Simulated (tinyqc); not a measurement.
# Hydrogen passivation of interface dangling bonds: competing passivation and dissociation with distributed barriers, step by step

A worked calculation. Computed by tinyqc, a small Python program that keeps every step. Command: `OMP_NUM_THREADS=1 python tinyqc.py 3000891 3000892 out.jsonl passiv walk`. One thread of a shared host (Intel(R) Xeon(R) Processor @ 2.30GHz), about 0.02 s of CPU time with the checks. Intermediate numbers are printed to about 7 digits and carried at full precision; extremes and crossings named in words are read from the listed rows.

P_b + H2 gives P_bH + H at the rate k_f [H2]; P_bH gives P_b + H at the rate k_d. All defects start unpassivated. E_f and E_d are Gaussian and independent.

Inputs (values chosen for the exercise, close to those used for P_b centres at the silicon-oxide interface):

| quantity | value | unit |
|---|---|---|
| defect density N0 | 7.1e+11 | 1/cm^2 |
| passivation prefactor k_f0 | 2e-07 | cm^3/s |
| mean passivation barrier E_f | 1.47 | eV |
| spread sigma_f | 0.031 | eV |
| dissociation prefactor k_d0 | 2.2e+13 | 1/s |
| mean dissociation barrier E_d | 2.71 | eV |
| spread sigma_d | 0.05 | eV |
| H2 in the oxide per atm, solubility factor | 1.2e+18 | 1/(cm^3 atm) |
| hydrogen pressure p | 10 | atm |
| anneal temperature T | 675 | C |
| anneal time t | 400 | s |
| oxide thickness | 2 | nm |

Constants: k_B = 8.617333262e-05 eV/K; e = 1.602176634e-19 C; eps_0 = 8.8541878128e-12 F/m.

## Single barriers

[H2] = solubility factor x p; a = k_f0 [H2] exp(-E_f/(k_B T)), d = k_d0 exp(-E_d/(k_B T)). For one pair of barriers the active share is y = [d + a exp(-(a + d) t)]/(a + d). Temperatures in kelvin are T(C) + 273.15.

passivation rate a = 36863.93 1/s

dissociation rate d = 0.08664451 1/s

a t = 1.474557e+07

steady active share d/(a + d) = 2.350382e-06

active share, single barriers = 2.350382e-06

Passivation has run its course, and the balance with dissociation sets the remainder. Caution: single-barrier shares below about 1e-3 are formal; measured passivation levels off well above them.

## Distributed barriers

Average y over both Gaussians with 40 x 40 Gauss-Hermite points. Active density N0 y; threshold shift if each active defect holds one charge, e N0 y t_ox/(3.9 eps_0).

active share y = 3.045901e-06

active density = 2162590 1/cm^2

threshold shift = 2.006787e-04 mV

The spread changes the remainder by a factor 1.30: sigma_f/(k_B T) = 0.38 and sigma_d/(k_B T) = 0.61. Caution: densities below a few 1e9 per cm^2 are formal: other defects set the floor in real interfaces.

## Best anneal temperature for this time and pressure

Minimise the averaged y over T between 150 and 900 C: find where ln y is equal at T - 0.05 and T + 0.05 C; T is rounded to 0.1 C.

best temperature = 314.7 C

least active share = 4.549183e-10

Caution: a least active share below 1e-3 is a property of the model; measured passivation levels off well above it. Caution: atomic hydrogen, which both passivates and depassivates, and further passivation during cooling are left out.

## Isochronal anneals

The formulas are those given above.

Active share after the time t:

| T (C) | a (1/s) | d (1/s) | single barriers | distributed |
|---|---|---|---|---|
| 200 | 5.277657e-04 | 2.997351e-16 | 8.096880e-01 | 7.734414e-01 |
| 250 | 1.655506e-02 | 1.720173e-13 | 1.330737e-03 | 2.131660e-02 |
| 300 | 2.846565e-01 | 3.258822e-11 | 1.144826e-10 | 2.446462e-08 |
| 350 | 3.100718e+00 | 2.661148e-09 | 8.582362e-10 | 1.564002e-09 |
| 400 | 2.368812e+01 | 1.129896e-07 | 4.769886e-09 | 7.977343e-09 |
| 450 | 1.366107e+02 | 2.856842e-06 | 2.091228e-08 | 3.265379e-08 |
| 500 | 6.280821e+02 | 4.756505e-05 | 7.573063e-08 | 1.118360e-07 |
| 600 | 7.860400e+03 | 5.016930e-03 | 6.382533e-07 | 8.664471e-07 |
| 700 | 5.852366e+04 | 2.031393e-01 | 3.471051e-06 | 4.439439e-06 |
| 800 | 2.997279e+05 | 4.126592e+00 | 1.376760e-05 | 1.685517e-05 |

The distributed share is least at 350 C among these rows, 1.6e-9, and the search puts the optimum at 314.7 C. On the cold side defects with high E_f survive; on the hot side dissociation, with the larger barrier, gains on passivation with an energy E_d - E_f = 1.24 eV. In that row single barriers give 8.6e-10, so the spread raises the floor. Caution: shares below about 1e-3 in these rows are formal; measured passivation levels off well above them.

Checks made by the program: Gauss-Hermite average against a fine uniform grid (relative difference below 1e-10).
